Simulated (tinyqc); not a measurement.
Thermoelectric coefficients of one resonant level, Landauer integrals: two steps of the calculation.

Transmission X(x) = (g/2)^2/[(x - y)^2 + (g/2)^2] with x = (E - EF)/kB T, two spin channels. I_k = int X x^k w dx over all x, w = 1/(4 cosh^2(x/2)).

Inputs (values chosen for the exercise):
- T = 30 K (temperature)
- g = 0.1 (full width of the level over kB T)
- y = -2.8 (level position (E0 - EF)/kB T)
- kp = 0.035 (phonon heat conductance in units of pi^2 kB^2 T/(3 h))

Constants: q = 1.602176634e-19 C, kB = 1.380649e-23 J/K, h = 6.62607015e-34 J s. Results are converted to the units shown.

Question 1. Coefficients. G = (2 q^2/h) I_0, S = -(kB/q) I_1/I_0, L/L0 = [I_2/I_0 - (I_1/I_0)^2]/(pi^2/3), K_e = (2 kB^2 T/h)(I_2 - I_1^2/I_0), ZT = G S^2 T/(K_e + K_ph), K_ph = kp pi^2 kB^2 T/(3 h).

converged I_0, I_1, I_2: 0.0086892587  -0.023338645  0.065050902

Wanted: G; S; L/L0; K_e; ZT; ZT without phonons.

Answer 1.

G = 0.6733 uS
S = 231.5 uV/K
L/L0 = 0.08274
K_e = 0.04083 pW/K
ZT = 1.046
ZT without phonons = 26.50

The level lies below EF, so S is positive (hole-like). A level of zero width would give -(kB/q) y = 241 uV/K; S is 4.1 % below that in size.

Question 2. Two limits for S. Narrow level: S = -(kB/q) y. Mott formula: S = -(pi^2/3)(kB/q) d ln X/dx at x = 0 = -(pi^2/3)(kB/q) 2 y/[y^2 + (g/2)^2].

Give: narrow-level S; Mott S.

Answer 2.

narrow-level S = 241.29 uV/K
Mott S = 202.43 uV/K

The integrals give 231 uV/K; the Mott value is 13 % below that in size.

tinyqc, about 0.02 s, one thread, Intel Xeon 2.30GHz (shared host): `OMP_NUM_THREADS=1 python tinyqc.py 2800030 2800031 out.jsonl`
